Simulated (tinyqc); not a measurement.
Relaxation at fixed composition: composition and strain of an epitaxial Si(1-x)Ge(x) layer from Raman and X-ray peaks. Computed by tinyqc, a small Python program. Command: `OMP_NUM_THREADS=1 python tinyqc.py 3024610 3024611 out.jsonl epiraman walk`. One thread of a shared host (Intel(R) Xeon(R) Processor @ 2.30GHz), about 0.01 s of CPU time with the checks.

A (001) layer, biaxially strained in the plane. The Raman peaks follow empirical lines omega = w0 + c1 x + c3 x^3 + b eps (c3 for Si-Ge alone), with eps the in-plane strain.

Inputs (values chosen for the exercise, modelled on silicon-germanium): Ge fraction x = 0.8; Ge fraction y of the buffer = 0.58; lattice constant of Si = 5.431 angstrom; lattice constant of Ge = 5.658 angstrom; bowing B = 0.025 angstrom; 2 C12/C11 of Si = 0.766; 2 C12/C11 of Ge = 0.746; Si-Si: w0 = 520.8 1/cm; Si-Si: c1 = -67 1/cm; Si-Si: strain coefficient b = -757 1/cm; Ge-Ge: w0 = 280.2 1/cm; Ge-Ge: c1 = 20 1/cm; Ge-Ge: strain coefficient b = -455 1/cm; X-ray wavelength = 1.540598 angstrom.

Substrate: relaxed alloy buffer.

Method:
- Relaxed lattice constant a(x) = a_Si + (a_Ge - a_Si) x - B x (1 - x).
- In-plane constant a_par = a_sub + R (a(x) - a_sub); eps = a_par/a(x) - 1; eps_perp = -(2 C12/C11) eps with 2 C12/C11 linear in x; a_perp = a(x) (1 + eps_perp). The buffer has a_sub = a(y).
- (004) Bragg angle theta = arcsin(2 lambda/a), with a = a_perp for the layer and a_sub for the substrate; separation = layer less substrate. The apparent x is the one that a fully strained layer (R = 0) would need to give the same a_perp.

Signatures; columns: (1) R; (2) eps (per mille); (3) Si-Si (1/cm); (4) Ge-Ge (1/cm); (5) a_perp (angstrom); (6) (004) separation (arcsec); (7) apparent x if R = 0 is assumed:
```
(1)       (2)     (3)     (4)     (5)      (6)      (7)
0.00  -9.2768  474.22  300.42  5.6476  -2208.1  0.80000
0.15  -7.8853  473.17  299.79  5.6418  -2068.7  0.78613
0.30  -6.4938  472.12  299.15  5.6359  -1929.0  0.77222
0.50  -4.6384  470.71  298.31  5.6281  -1742.2  0.75362
0.70  -2.7830  469.31  297.47  5.6203  -1554.8  0.73495
0.85  -1.3915  468.25  296.83  5.6145  -1413.8  0.72091
1.00   0.0000  467.20  296.20  5.6086  -1272.4  0.70683
```

Full relaxation moves the Si-Si peak by -7.02 per cm and shrinks the X-ray separation to 58 % of its strained value, about 1/(1 + 2 C12/C11). A symmetric reflection alone cannot part x from R: a relaxed layer read as strained gives x = 0.707 in place of 0.8. An asymmetric reflection or a second peak is needed.

Extremes, crossings and ranges named in words are read from the listed rows.
